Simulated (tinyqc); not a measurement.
Inside a calculation: heavy doping: gap narrowing, degeneracy and the minority density. Values are carried at full precision from step to step, so a last printed digit may differ when a step is redone from the rounded ones.

Empirical narrowing (Slotboom form, constants chosen for the exercise; published fits of this form give the apparent narrowing, here it is taken as the true one): dEg = E0 [ln(N/N0) + sqrt(ln(N/N0)^2 + C)].

Constants: kB = 8.617333262e-05 eV/K; e^2/(4 pi eps0) = 14.39964547 eV angstrom.

Inputs chosen for the exercise (gap and densities of states near those of GaAs at this temperature; narrowing constants of the size fitted for Si, not for this material; shifted at random, so the results belong to these values and not to a real crystal): N = 2.7e+17 1/cm^3 (ionised donors, equal to the majority density); E0 = 10.08 meV (narrowing scale); N0 = 1e+17 1/cm^3 (onset density); C = 0.5 (smoothing constant); Nc = 4.34e+17 1/cm^3 (conduction-band density of states); Eg = 1.422 eV (gap); Nv = 9.46e+18 1/cm^3 (valence-band density of states); T = 300 K; eps = 12.9 (dielectric constant); Mv = 1 (majority valleys).

## Gap narrowing

Evaluate at N.

ln(N/N0) = 0.9933
dEg (empirical fit) = 22.30 meV

Well above N0 each decade of doping adds 2 E0 ln 10 = 46.4 meV.

## Degeneracy of the majority band

F_j(eta) = (1/Gamma(j + 1)) integral_0^infinity x^j dx/(1 + exp(x - eta)), which tends to exp(eta) for eta << 0.

Majority: N = Nc F_1/2(eta), eta the distance of EF beyond the majority band edge in kT. Degeneracy factor gam = F_1/2(eta)/exp(eta). ni0^2 = Nc Nv exp(-Eg/kT); product n p = ni0^2 gam exp(dEg/kT), dEg the true narrowing; apparent narrowing dEa = dEg + kT ln gam; minority density = n p/N.

Solve for eta and form gam.

N/Nc = 0.6221
eta = -0.2566
gam = 0.8041

## Product and minority density

Combine both effects.

ni0 = 2.30e+06 1/cm^3
exp(dEg/kT) = 2.37
dEa = 16.7 meV
sqrt(n p) = 3.18e+06 1/cm^3
minority density = 3.74e-05 1/cm^3

Narrowing multiplies the product by 2.37 and degeneracy by 0.804; together they change the minority density by a factor 1.91 against ni0^2/N.

## Two estimates of the size

Two physical estimates, e2 = e^2/(4 pi eps0), N in 1/angstrom^3: exchange shift at the Fermi level, Ex = (e2/eps) kF/pi with kF = (3 pi^2 N/Mv)^(1/3); screened-pair energy (Lanyon-Tuft), Es = (3/4)(e2/eps) qs with qs^2 = (4 pi e2 N/(eps kT)) F_-1/2(eta)/F_1/2(eta).

Evaluate both at N.

kF = 0.02000 1/angstrom
Ex = 7.10 meV
Es = 9.19 meV

Against the fitted dEg = 22.3 meV, Ex is 0.32 and Es 0.41 times as large; each keeps one mechanism only, and Ex assumes a strongly degenerate gas, while here eta is only -0.26.

## Checks

- Minority density against the Boltzmann occupation of the other band at the narrowed gap (1/cm^3): both 3.745e-05.

(tinyqc, `OMP_NUM_THREADS=1 python tinyqc.py 1682362 1682363 out.jsonl`, Intel(R) Xeon(R) Processor @ 2.30GHz, 1 thread, shared host, about 0.01 s.)
